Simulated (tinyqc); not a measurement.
Two-band massive Dirac model of the K valleys: one step. Band edges of the four flavours. Three cases, with inputs chosen for the exercise.

Question. At k = 0: Ec = D/2, Ev = -D/2 + lam tau sz; mass m/m0 = c G/(a t)^2 for both bands, c = hbar^2/2m0; Omega_c(0) = -2 tau a^2 t^2/G^2.

Basis (conduction, valence): H = [[D/2, a t (tau kx - i ky)], [a t (tau kx + i ky), -D/2 + lam tau sz]], valley tau = +/-1, spin sz = +/-1. The gap of a spin and valley is G = D - lam tau sz. Berry curvature Omega = curl of i<u|grad u>; for the conduction band Omega_c = -tau 2 a^2 t^2 G/(G^2 + 4 a^2 t^2 k^2)^(3/2), and Omega_v = -Omega_c.

Constants: hbar^2/2m0 = 3.80998211 eV angstrom^2.

Give: Edges.

Case 1.

Values chosen (near those used for monolayer WSe2; shifted at random, so the results belong to these values and not to a real crystal): a = 3.305 angstrom (lattice constant); D = 1.49 eV (gap parameter); t = 1.17 eV (effective hopping); lam = 0.225 eV (half the valence spin splitting).

Answer.

Edges:
```
tau  sz  Ec (eV)  Ev (eV)  G (eV)  mass (m0)  Omega_c (angstrom^2)
1     1   0.7450  -0.5200  1.2650     0.3223               -18.688
1    -1   0.7450  -0.9700  1.7150     0.4370               -10.168
-1    1   0.7450  -0.9700  1.7150     0.4370                10.168
-1   -1   0.7450  -0.5200  1.2650     0.3223                18.688
```

The top of the valence band has spin up at tau = +1 and spin down at tau = -1: spin and valley are locked, with 450 meV between the two valence bands (A and B transitions at 1.265 and 1.715 eV, without exciton binding).

Case 2.

Values chosen (near those used for monolayer MoSe2; shifted at random, so the results belong to these values and not to a real crystal): a = 3.309 angstrom (lattice constant); D = 1.51 eV (gap parameter); t = 0.9 eV (effective hopping); lam = 0.079 eV (half the valence spin splitting).

Answer.

Edges:
```
tau  sz  Ec (eV)  Ev (eV)  G (eV)  mass (m0)  Omega_c (angstrom^2)
1     1   0.7550  -0.6760  1.4310     0.6147                -8.662
1    -1   0.7550  -0.8340  1.5890     0.6826                -7.025
-1    1   0.7550  -0.8340  1.5890     0.6826                 7.025
-1   -1   0.7550  -0.6760  1.4310     0.6147                 8.662
```

The top of the valence band has spin up at tau = +1 and spin down at tau = -1: spin and valley are locked, with 158 meV between the two valence bands (A and B transitions at 1.431 and 1.589 eV, without exciton binding).

Case 3.

Values chosen (near those used for monolayer WS2; shifted at random, so the results belong to these values and not to a real crystal): a = 3.2 angstrom (lattice constant); D = 1.8 eV (gap parameter); t = 1.44 eV (effective hopping); lam = 0.203 eV (half the valence spin splitting).

Answer.

Edges:
```
tau  sz  Ec (eV)  Ev (eV)  G (eV)  mass (m0)  Omega_c (angstrom^2)
1     1   0.9000  -0.6970  1.5970     0.2866               -16.651
1    -1   0.9000  -1.1030  2.0030     0.3594               -10.585
-1    1   0.9000  -1.1030  2.0030     0.3594                10.585
-1   -1   0.9000  -0.6970  1.5970     0.2866                16.651
```

The top of the valence band has spin up at tau = +1 and spin down at tau = -1: spin and valley are locked, with 406 meV between the two valence bands (A and B transitions at 1.597 and 2.003 eV, without exciton binding).

Computed by tinyqc, one run a case: `OMP_NUM_THREADS=1 python tinyqc.py N N+1 out.jsonl` with N = 1451873, 1452691, 1452787; one thread of a shared Intel(R) Xeon(R) Processor @ 2.30GHz, about 0.01 s a run at most.
